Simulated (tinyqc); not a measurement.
CIS on RHF in the 3-21g basis, for H2, spin multiplicity 1, step by step. Computed by tinyqc, a small Python program that keeps every step (integrals from PySCF). Settings: charge = 0, multiplicity = 1, basis = 3-21g, method = RHF, energy threshold = 1e-10, iteration cap = 69, orthogonalisation = canonical, start = atomic densities, DIIS depth = 6. Command: `OMP_NUM_THREADS=1 python tinyqc.py 23825 23826 out.jsonl` (the two numbers bound the seeds that draw the settings). One thread of a shared host (Intel(R) Xeon(R) Processor @ 2.60GHz), about 0.05 s of CPU time with the checks. The early iterations of the SCF are left out here.

## One-electron integrals

Geometry (angstrom):
```
atom         x         y         z
H     0.000000  0.000000  0.000000
H     0.000000  0.000000  1.100000
```

Basis 3-21g: exponents (1/bohr^2) and contraction coefficients of normalised primitives:
```
element  l (shell)  exponent  coefficient
H            s (1)  5.447178     0.156285
H            s (1)  0.824547     0.904691
H            s (2)  0.183192     1.000000
```

Overlap, kinetic and nuclear-attraction integrals over the contracted functions; the nuclear repulsion is the sum of Za Zb / Rab.

nuclear repulsion = 0.48107019 hartree

overlap S, order 1H 1s, 1H 2s, 2H 1s, 2H 2s:
```
[[1.000000, 0.645899, 0.144945, 0.336048],
 [0.645899, 1.000000, 0.336048, 0.673151],
 [0.144945, 0.336048, 1.000000, 0.645899],
 [0.336048, 0.673151, 0.645899, 1.000000]]
```

kinetic energy T (hartree), order 1H 1s, 1H 2s, 2H 1s, 2H 2s:
```
[[1.549405, 0.293152, -0.048247, 0.085936],
 [0.293152, 0.274788, 0.085936, 0.136167],
 [-0.048247, 0.085936, 1.549405, 0.293152],
 [0.085936, 0.136167, 0.293152, 0.274788]]
```

nuclear attraction V (hartree), order 1H 1s, 1H 2s, 2H 1s, 2H 2s:
```
[[-2.201925, -1.092452, -0.270858, -0.580549],
 [-1.092452, -1.127911, -0.580549, -0.811363],
 [-0.270858, -0.580549, -2.201925, -1.092452],
 [-0.580549, -0.811363, -1.092452, -1.127911]]
```

core Hamiltonian H = T + V (hartree), order 1H 1s, 1H 2s, 2H 1s, 2H 2s:
```
[[-0.652520, -0.799300, -0.319105, -0.494613],
 [-0.799300, -0.853123, -0.494613, -0.675195],
 [-0.319105, -0.494613, -0.652520, -0.799300],
 [-0.494613, -0.675195, -0.799300, -0.853123]]
```

## Two-electron integrals

Functions are numbered as in S; the eight-fold symmetry (ij|kl) = (ji|kl) = (kl|ij) leaves the list below.

Two-electron integrals (ij|kl) in chemists' order, unique and non-zero (hartree):
```
(11|11) 1.140145   (21|11) 0.611403   (21|21) 0.345152   (22|11) 0.626370
(22|21) 0.380329   (22|22) 0.482957   (31|11) 0.117482   (31|21) 0.069023
(31|22) 0.080839   (31|31) 0.021540   (32|11) 0.186525   (32|21) 0.116374
(32|22) 0.155399   (32|31) 0.040120   (32|32) 0.092821   (33|11) 0.478516
(33|21) 0.305548   (33|22) 0.431479   (33|31) 0.117482   (33|32) 0.307908
(33|33) 1.140145   (41|11) 0.307908   (41|21) 0.175107   (41|22) 0.195360
(41|31) 0.040120   (41|32) 0.069376   (41|33) 0.186525   (41|41) 0.092821
(42|11) 0.379097   (42|21) 0.232936   (42|22) 0.304873   (42|31) 0.060298
(42|32) 0.127654   (42|33) 0.379097   (42|41) 0.127654   (42|42) 0.218843
(43|11) 0.305548   (43|21) 0.193898   (43|22) 0.271771   (43|31) 0.069023
(43|32) 0.175107   (43|33) 0.611403   (43|41) 0.116374   (43|42) 0.232936
(43|43) 0.345152   (44|11) 0.431479   (44|21) 0.271771   (44|22) 0.380859
(44|31) 0.080839   (44|32) 0.195360   (44|33) 0.626370   (44|41) 0.155399
(44|42) 0.304873   (44|43) 0.380329   (44|44) 0.482957
```

## Orthogonalisation

S = U s U^T; canonical form X = U s^(-1/2), so that X^T S X = 1. Each column of U has its largest component positive (the first on a tie).

eigenvalues of S: [0.183818, 0.392205, 0.998086, 2.425891]

X, order 1H 1s, 1H 2s, 2H 1s, 2H 2s:
```
[[-0.691230, 0.896091, 0.642621, 0.276204],
 [1.497427, -0.686924, 0.296642, 0.360307],
 [0.691230, 0.896091, -0.642621, 0.276204],
 [-1.497427, -0.686924, -0.296642, 0.360307]]
```

## Iteration 5 (converged): orbitals

converged F (hartree), order 1H 1s, 1H 2s, 2H 1s, 2H 2s:
```
[[0.241409, -0.398204, -0.349546, -0.379805],
 [-0.398204, -0.299537, -0.379805, -0.362234],
 [-0.349546, -0.379805, 0.241409, -0.398204],
 [-0.379805, -0.362234, -0.398204, -0.299537]]
```

Diagonalise F' = X^T F X, C = X C', fill 1 alpha and 1 beta electrons from the bottom; D = 2 C_occ C_occ^T. Each column has its largest component positive (the first on a tie).

F' = X^T F X (hartree):
```
[[0.922062, 0.000000, -0.497167, 0.000000],
 [0.000000, 1.117405, 0.000000, 0.066890],
 [-0.497167, 0.000000, 0.485089, 0.000000],
 [0.000000, 0.066890, 0.000000, -0.498028]]
```

orbital energies (hartree): [-0.500793, 0.160518, 1.120170, 1.246633]

coefficients C, order 1H 1s, 1H 2s, 2H 1s, 2H 2s:
```
[[0.238959, 0.160235, 0.906734, -0.930100],
 [0.388370, 1.066977, -0.671457, 1.091716],
 [0.238959, -0.160235, 0.906734, 0.930100],
 [0.388370, -1.066977, -0.671457, -1.091716]]
```

D after iteration 5, order 1H 1s, 1H 2s, 2H 1s, 2H 2s:
```
[[0.114203, 0.185609, 0.114203, 0.185609],
 [0.185609, 0.301663, 0.185609, 0.301663],
 [0.114203, 0.185609, 0.114203, 0.185609],
 [0.185609, 0.301663, 0.185609, 0.301663]]
```

## Convergence

Stop when the energy changes by less than 1e-10 hartree and every element of the error matrix X^T (F D S - S D F) X is below 3e-06.

Course of the cycle:
```
iteration  E (hartree)     change  largest element of the error matrix
1          -0.73050756          -                             1.64e-01
2          -1.07191615  -3.41e-01                             1.88e-02
3          -1.07204112  -1.25e-04                             3.52e-03
4          -1.07204565  -4.52e-06                             9.92e-08
5          -1.07204565  -3.11e-15                             3.87e-08
```

PySCF RHF in the same basis = -1.07204565 hartree

Converged in 5 iterations.

## Integrals over molecular orbitals

(pq|rs) = sum C_ip C_jq C_kr C_ls (ij|kl), one index at a time.

one-electron integrals over orbitals h = C^T H C (hartree):
```
[[-1.052323, 0.000000, -0.120037, 0.000000],
 [0.000000, -0.630605, 0.000000, 0.183011],
 [-0.120037, 0.000000, 0.175333, 0.000000],
 [0.000000, 0.183011, 0.000000, 0.236535]]
```

Two-electron integrals over orbitals (pq|rs), unique and non-zero (hartree):
```
(11|11) 0.551531    (21|21) 0.122772    (22|11) 0.456948    (22|22) 0.426197
(31|11) 0.120037    (31|22) 0.076050    (31|31) 0.089184    (32|21) 0.027210
(32|32) 0.044896    (33|11) 0.517011    (33|22) 0.435855    (33|31) 0.124022
(33|33) 0.514203    (41|21) -0.077691   (41|32) -0.059391   (41|41) 0.098251
(42|11) -0.130351   (42|22) -0.079147   (42|31) -0.081813   (42|33) -0.130763
(42|42) 0.085999    (43|21) -0.139670   (43|32) -0.060296   (43|41) 0.124688
(43|43) 0.201765    (44|11) 0.554175    (44|22) 0.468323    (44|31) 0.160239
(44|33) 0.554690    (44|42) -0.159047   (44|44) 0.617073
```

## CIS matrix, singlets

A(ia,jb) = (e_a - e_i) d_ij d_ab + 2 (ia|jb) - (ij|ab).

CIS matrix A, singlet (hartree), order 1>2, 1>3, 1>4:
```
[[0.449908, 0.000000, -0.025031],
 [0.000000, 1.282320, 0.000000],
 [-0.025031, 0.000000, 1.389753]]
```

## CIS singlet states

dipole integrals <i|r|a> (bohr), order 1>2, 1>3, 1>4:
```
[[0.000000, 0.000000, -1.279321],
 [0.000000, 0.000000, 0.000000],
 [0.000000, 0.000000, -0.002117]]
```

Diagonalise A (1 hartree = 27.211386 eV); each vector has its largest component positive (the first on a tie). The transition dipole is mu = sqrt2 sum c_ia <i|r|a>.

singlet excitation energies (eV): [12.224485, 34.893711, 37.835243]

lowest vectors, order 1>2, 1>3, 1>4:
```
[[0.999646, 0.000000, -0.026605],
 [0.000000, 1.000000, 0.000000],
 [0.026605, 0.000000, 0.999646]]
```

oscillator strengths 2/3 w |mu|^2: [0.979735, 0.000000, 0.001889]

## CIS matrix, triplets

A(ia,jb) = (e_a - e_i) d_ij d_ab - (ij|ab).

CIS matrix A, triplet (hartree), order 1>2, 1>3, 1>4:
```
[[0.204363, 0.000000, 0.130351],
 [0.000000, 1.103952, 0.000000],
 [0.130351, 0.000000, 1.193251]]
```

## CIS triplet states

Diagonalise A (1 hartree = 27.211386 eV); each vector has its largest component positive (the first on a tie).

triplet excitation energies (eV): [5.101293, 30.040065, 32.929706]

lowest vectors, order 1>2, 1>3, 1>4:
```
[[0.991706, 0.000000, 0.128527],
 [0.000000, 1.000000, 0.000000],
 [-0.128527, 0.000000, 0.991706]]
```
